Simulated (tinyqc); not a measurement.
Virtual-crystal alloy in the empirical-pseudopotential method, step by step. Values are carried at full precision from step to step, so a last printed digit may differ when a step is redone from the rounded ones.

Virtual crystal A(1-x)B(x): a = (1 - x) a_A + x a_B. Rule linear: V = (1 - x) V_A + x V_B. Rule volume: V = [(1 - x) a_A^3 V_A + x a_B^3 V_B]/a^3, since a form factor is an atomic potential divided by the cell volume.

Constants: hbar^2/2m0 = 3.80998211 eV angstrom^2; Ry = 13.60569312 eV.

Inputs chosen for the exercise (classic local form factors of the size used for GaP (A) and InP (B), which place X and L only to a few tenths of an eV; the results hold for these values, not for the real material): a = (5.432, 5.865) angstrom (lattice constants of A, B); VSA = (-0.218, 0.03, 0.072) Ry (symmetric form factors of A); VAA = (0.118, 0.071, 0.02) Ry (antisymmetric form factors of A); VSB = (-0.229, 0.011, 0.059) Ry (symmetric form factors of B); VAB = (0.07, 0.049, 0.011) Ry (antisymmetric form factors of B); rule = linear (mixing rule); x = 0.12 (fraction of B).

## The virtual crystal

Form a, the two weights and the form factors.

a = 5.4840 angstrom

weights of A and B: 0.88000  0.12000

VS at 3, 8, 11 (Ry): -0.21932  0.02772  0.07044

VA at 3, 4, 11 (Ry): 0.11224  0.06836  0.01892

## The six lowest plane waves at X

Empirical pseudopotential on the fcc lattice, atoms at +/- tau, tau = a (1,1,1)/8, no spin-orbit coupling. H(G,G') = c (2 pi/a)^2 |k + G|^2 delta + VS(q) cos(q.tau) + i VA(q) sin(q.tau), q = G - G', c = hbar^2/2m0; k and G in units of 2 pi/a; VS at |q|^2 = 3, 8, 11 and VA at 3, 4, 11, in rydberg, zero elsewhere. At each k the basis holds all G with |k + G|^2 up to 16; energies are counted from the fourth level at Gamma.

k = (1,0,0) with the small basis G = (0,0,0), (-2,0,0), (-1,1,1), (-1,-1,-1), (-1,1,-1), (-1,-1,1) in place of the full one.

H in this small basis (eV):
```
                  000           -200         -1+1+1         -1-1-1         -1+1-1         -1-1+1
000             5.001         0.930i  -2.110-1.080i   2.110+1.080i  -2.110+1.080i  -2.110+1.080i
-200          -0.930i          5.001   2.110-1.080i  -2.110+1.080i  -2.110-1.080i  -2.110-1.080i
-1+1+1  -2.110+1.080i   2.110+1.080i         10.003         -0.377         0.930i         0.930i
-1-1-1   2.110-1.080i  -2.110-1.080i         -0.377         10.003        -0.930i        -0.930i
-1+1-1  -2.110-1.080i  -2.110+1.080i        -0.930i         0.930i         10.003          0.377
-1-1+1  -2.110-1.080i  -2.110+1.080i        -0.930i         0.930i          0.377         10.003
```

## Levels in the small basis

Diagonalise; the gap between the fourth and fifth level is a first estimate of the direct gap at X.

levels (absolute scale of H) (eV): -0.461  5.318  9.626  9.626  12.853  13.052

gap = 3.228 eV

The full basis gives 4.422 eV for this gap.

## The lowest conduction band along Gamma-X and at L

Full basis at each k.

Levels (eV):
```
k           band 3  band 4  band 5  band 6
L           -0.909  -0.909   2.510   5.346
(0.00,0,0)   0.000   0.000   2.586   5.063
(0.20,0,0)  -0.354  -0.354   3.653   4.595
(0.40,0,0)  -1.066  -1.066   3.483   4.918
(0.60,0,0)  -1.747  -1.747   2.694   3.833
(0.70,0,0)  -1.997  -1.997   2.414   3.274
(0.80,0,0)  -2.180  -2.180   2.230   2.848
(0.85,0,0)  -2.242  -2.242   2.168   2.693
(0.90,0,0)  -2.288  -2.288   2.126   2.576
(1.00,0,0)  -2.326  -2.326   2.096   2.479
```

On these points band 5 is lowest at (1.00,0,0), 2.096 eV above the valence top: in this model the gap is indirect, by a margin of 490 meV.

## Checks

- Fifth band at (0.85,0,0) against the equivalent point (0,0,-0.85), on the absolute scale of H (eV): both 11.2658.

Program tinyqc; command `OMP_NUM_THREADS=1 python tinyqc.py 1050487 1050488 out.jsonl`; about 0.2 s on one thread of a shared Intel(R) Xeon(R) Processor @ 2.30GHz.
